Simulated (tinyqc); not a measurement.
Changing the regular-solution parameter W: interdiffusion in a binary couple: Darken equations, Kirkendall shift and Boltzmann-Matano analysis. Computed by tinyqc, a small Python program. Command: `OMP_NUM_THREADS=1 python tinyqc.py 3002366 3002367 out.jsonl darken sweep`. One thread of a shared host (Intel(R) Xeon(R) Processor @ 2.30GHz), about 0.2 s of CPU time with the checks.

x is the mole fraction of B; the molar volume is constant, and the two halves are long enough to count as infinite.

Inputs (values chosen for the exercise, for a model alloy A-B):
```
quantity                            value   unit
tracer diffusivity D*_A(0)        4.2e-16  m^2/s
tracer diffusivity D*_B(0)          8e-16  m^2/s
slope k of ln D* with x               2.4      -
temperature T                        1420      K
left composition x_L                 0.33      -
right composition x_R                0.79      -
time t                             980000      s
composition x for the local step     0.51      -
```

Vacancy-wind correction: Manning, fcc.

Constants: k_B = 8.617333262e-05 eV/K.

Method:
- D*_i(x) = D*_i(0) exp(k x); thermodynamic factor Phi = 1 - 2 W x (1 - x)/(k_B T); with f0 = 0.7815, M0 = 2 f0/(1 - f0), den = M0 ((1 - x) D*_A + x D*_B): D_A = D*_A Phi [1 + 2 (1 - x)(D*_A - D*_B)/den], D_B = D*_B Phi [1 - 2 x (D*_A - D*_B)/den]; interdiffusion D~ = x D_A + (1 - x) D_B.
- With lambda = z/sqrt(t), the profile solves d/dlambda (D~ dx/dlambda) + (lambda/2) dx/dlambda = 0 with x = x_L and x_R far to the left and right; z = 0 is the original interface. It is solved as a boundary-value problem in y = lambda/sqrt(D~ at the mean composition) on -12 < y < 12 (collocation, tolerance 1e-8).
- Read from the profile: the position z(x), the area -int_(x_L)^x z dx and the slope.
- Lattice planes move with v = (D_B - D_A) dx/dz; markers from the original interface stay at one composition, where z_K = 2 t v.

One run for each value; columns: (1) regular-solution parameter W (eV); (2) thermodynamic factor Phi; (3) interdiffusion coefficient D~ at the local x (m^2/s); (4) marker position z_K (um); (5) slope dx/dz at the local x (1/um):
```
(1)       (2)         (3)     (4)        (5)
-0.25  2.0211  4.2796e-15  14.247  0.0019461
-0.20  1.8169  3.8472e-15  13.537  0.0020556
-0.15  1.6127  3.4147e-15  12.788  0.0021858
-0.10  1.4084  2.9823e-15  11.992  0.0023444
-0.05  1.2042  2.5499e-15  11.139  0.0025432
0.00   1.0000  2.1174e-15  10.216  0.0028029
0.05   0.7958  1.6850e-15   9.200  0.0031622
0.10   0.5916  1.2526e-15   8.058  0.0037064
0.15   0.3873  8.2015e-16   6.724  0.0046760
0.20   0.1831  3.8772e-16   5.055  0.0072185
```

Over the rows, thermodynamic factor Phi falls from 2.02 to 0.183; interdiffusion coefficient D~ at the local x (m^2/s) falls from 4.28e-15 to 3.88e-16; marker position z_K (um) falls from 14.2 to 5.06. Phi is linear in W and would vanish at this composition for W = 0.245 eV, the spinodal.
